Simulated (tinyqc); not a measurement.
# Conduction-band offset of an n-N heterojunction from carrier-profile moments: effect of the doping of the wide-gap layer

Layer 1 (x < 0) accumulates electrons and layer 2 (x > 0) is depleted. Boltzmann statistics. The bands bend down by V1 in layer 1 and up by V2 in layer 2, with V1 + V2 = VD = dE + Vt ln[(N2/Nc2)/(N1/Nc1)].

Sheet densities from the first integral: Q1 = sqrt((2 eps0 eps_r Vt N1/q)(exp(u1) - u1 - 1)) extra electrons, Q2 = sqrt((2 eps0 eps_r Vt N2/q)(exp(-u2) + u2 - 1)) missing ones, u = V/Vt; neutrality Q1 = Q2 + si.

Parameters, values chosen for the exercise; values of the order of III-V alloys:
- T = 300 K (temperature)
- eps_r = 11.6 (relative permittivity of both layers)
- Nc1 = 2.8e17 cm^-3 (density of states of the narrow-gap layer 1)
- Nc2 = 5.4e17 cm^-3 (density of states of the wide-gap layer 2)
- dE = 0.23 eV (conduction-band offset)
- N1 = 6.7e15 cm^-3 (donor density in layer 1)
- si = 0 cm^-2 (fixed charge at the interface)

Constants: q = 1.602176634e-19 C, kB = 1.380649e-23 J/K, Vt = kB T/q, eps0 = 8.8541878128e-14 F/cm where lengths are in cm. Results are converted to the units shown.

Result of one run:
```
N2 (cm^-3)  VD (V)   V1 (V)  Q1 (cm^-2)  n(0-)/Nc1
4.3e15      0.2016  0.04635    8.447e10     0.1437
```

What becomes of these results when the donor density in layer 2 N2 is changed from 4.3e15 to 2.5e15 cm^-3, all else the same?

Result of the changed run:
```
N2 (cm^-3)  VD (V)   V1 (V)  Q1 (cm^-2)  n(0-)/Nc1
2.5e15      0.1875  0.03735    6.315e10     0.1015
```

The whole series:
```
N2 (cm^-3)  VD (V)   V1 (V)  Q1 (cm^-2)  n(0-)/Nc1
1.4e15      0.1725  0.02904    4.597e10    0.07358
2.5e15      0.1875  0.03735    6.315e10     0.1015
4.3e15      0.2016  0.04635    8.447e10     0.1437
7.4e15      0.2156  0.05646    1.125e11     0.2125
1.3e16      0.2302  0.06797    1.508e11     0.3318
2.3e16      0.2449  0.08051    2.022e11     0.5388
3.9e16      0.2586  0.09272    2.646e11     0.8642
6.8e16      0.2729   0.1061    3.507e11      1.447
```

Q1 rises from 4.60e10 to 3.51e11 cm^-2, as N2^(0.52) over the table, while VD grows by Vt ln 10 a decade and the share V1/VD rises from 0.168 to 0.389. For N2 = 2.3e16, 3.9e16, 6.8e16 n(0-) nears or passes Nc1, where degeneracy and quantisation lower Q1.

Program tinyqc, `OMP_NUM_THREADS=1 python tinyqc.py 2410096 2410097 out.jsonl`; Intel Xeon 2.30GHz, shared host, one thread, about 0.07 s.
